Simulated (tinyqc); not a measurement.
Heterojunction of two tight-binding chains: sweeps and comparisons. A value that a table varies takes the place of the one given here.

Left chain: hopping -t1, sites at 2 t1 (band bottom 0). Right chain: hopping -t2, sites at dE + 2 t2 (bottom dE). t = c/(m a^2), c = hbar^2/2m0. The bond across the interface is -tc with tc = f sqrt(t1 t2), and the last left site has the extra energy U. In a chain E = bottom + 2t (1 - cos(ka)); the surface Green function of a half chain is g = -exp(ika)/t, with Im k > 0 where cos(ka) > 1.

Constants: hbar^2/2m0 = 3.80998211 eV angstrom^2.

Inputs chosen for the exercise (masses and offset of the size met at InAs / GaSb; shifted at random, so the results belong to these values and not to a real crystal):
```
symbol  value  unit      meaning
a       5      angstrom  site spacing
m1      0.027  m0        mass on the left
m2      0.042  m0        mass on the right
dE      0.97   eV        band offset
f       1.17             factor on the interface hopping
U       0      eV        extra energy on the last left site
E       1.033  eV        electron energy
```

## Transmission against energy, and which matching rule a chain obeys

Chain A is the junction as given; chain B has tc = sqrt(t1 t2) and U = 0; chain C has tc = t2 and U = t2 - t1, the finite-difference form of -d/dx (c/m) d/dx. Continuum formulas T = 4 x y/(x + y)^2 with parabolic k: x, y = k/m on each side (BenDaniel-Duke) or x, y = k (slope continuous).

T:
```
E - dE (eV),E (eV),chain A,chain B,chain C,k/m matched,k matched
0.002,0.972,0.1309,0.1988,0.1327,0.1354,0.2027
0.005,0.975,0.1988,0.2956,0.2014,0.2054,0.3011
0.010,0.980,0.2687,0.3908,0.2721,0.2772,0.3975
0.020,0.990,0.3568,0.5039,0.3610,0.3673,0.5116
0.050,1.020,0.4992,0.6700,0.5043,0.5121,0.6783
0.100,1.070,0.6187,0.7919,0.6241,0.6324,0.7994
0.200,1.170,0.7346,0.8922,0.7398,0.7479,0.8979
0.400,1.370,0.8319,0.9587,0.8363,0.8436,0.9621
```

Chain C follows the k/m rule within 0.0083 and chain B the plain k rule within 0.0082, while the two rules differ by up to 0.1669: in B the self-energy of the right side is -t1 exp(i k2 a), so only k2 enters, and in C it is -t2 exp(i k2 a), which carries 1/m2. Chain A, with f = 1.17 and U = 0 eV, has an interface term of its own and lies up to 0.1732 from B and 0.0054 from C.

## When the interface binds a state

A state below both bands solves E - 2 t1 - U - S1(E) - S2(E) = 0 for E < 0, with S1 = -t1 z1, S2 = -(tc^2/t2) z2 and |z| < 1 the decaying root of z + 1/z = 2 - (E - bottom)/t. Decay lengths -a/ln|z|. The threshold is the U that solves the equation at E = 0. A dash: no bound state.

Interface state:
```
U (eV),E (eV),decay left (angstrom),decay right (angstrom)
-0.30,-,-,-
-0.61,-,-,-
-0.91,-,-,-
-1.11,-0.0016,294.1,9.8
-1.31,-0.0135,102.3,9.7
-1.62,-0.0490,53.7,9.5
-2.02,-0.1174,34.7,9.2
-3.03,-0.3670,19.7,8.4
```

threshold U = -1.0113 eV

The step pushes the state out, the strengthened bond draws it in less strongly, so an attraction must exceed 1.0113 eV to bind; 5 of the 8 rows are bound. At U = -3.03 eV the state decays over 19.7 angstrom to the left and 8.4 to the right, where the band lies higher.

## What each parameter does

T = 4 Im(S1) Im(S2) |G|^2 with G = 1/(E - 2 t1 - U - S1 - S2), S1 = -t1 exp(i k1 a), S2 = -(tc^2/t2) exp(i k2 a). Each row changes one parameter from the base and keeps the others.

Results:
```
case,T,k1 a,k2 a
base,0.5386,0.4311,0.1319
m1 = 0.0324 m0,0.5274,0.4730,0.1319
m2 = 0.0504 m0,0.5707,0.4311,0.1445
dE = 0.92 eV,0.6421,0.4311,0.1767
f = 1.053,0.6882,0.4311,0.1319
U = 0.2 eV,0.5697,0.4311,0.1319
a = 4 angstrom,0.4765,0.3439,0.1055
```

The largest shifts from the base row, up to three for each result and ties (the steps differ in size, so this ranks the rows, not the parameters). T: f +0.1496, dE +0.1035, a -0.0621. k1 a: a -0.0872, m1 +0.0419; unchanged at the printed digits by m2, dE, f and U. k2 a: dE +0.0448, a -0.0264, m2 +0.0126; unchanged at the printed digits by m1, f and U.

tinyqc: `OMP_NUM_THREADS=1 python tinyqc.py 1452011 1452012 out.jsonl`; about 0.01 s, one thread, shared Intel(R) Xeon(R) Processor @ 2.30GHz.
